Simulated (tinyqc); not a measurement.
# Potential step from the flux

Problem. On one interval J = (q mu Vt/hx) [nb B(d) - na B(-d)], B(d) = d/(exp(d) - 1), d = (psi_b - psi_a)/Vt. Find psi_b - psi_a, and the step at which J would vanish.

Parameters, values chosen for the exercise:
- T = 293 K (temperature)
- mu = 4070 cm^2/(V s) (electron mobility)
- na = 1.4e15 cm^-3 (density at the left node)
- nb = 2.7e13 cm^-3 (density at the right node)
- hx = 75 nm (node spacing)

Constants: q = 1.602176634e-19 C, kB = 1.380649e-23 J/K, Vt = kB T/q. Results are converted to the units shown.

J = -10377.077 A/cm^2

Solution. B(d) falls and B(-d) rises with d, so J falls steadily with the step and one value matches. J = 0 needs nb/na = exp(d), the Boltzmann ratio.

psi_b - psi_a = 0.08200 V
step for J = 0 = -0.09969 V

tinyqc, about 0.01 s, one thread, Intel Xeon 2.30GHz (shared host): `OMP_NUM_THREADS=1 python tinyqc.py 2220142 2220143 out.jsonl`
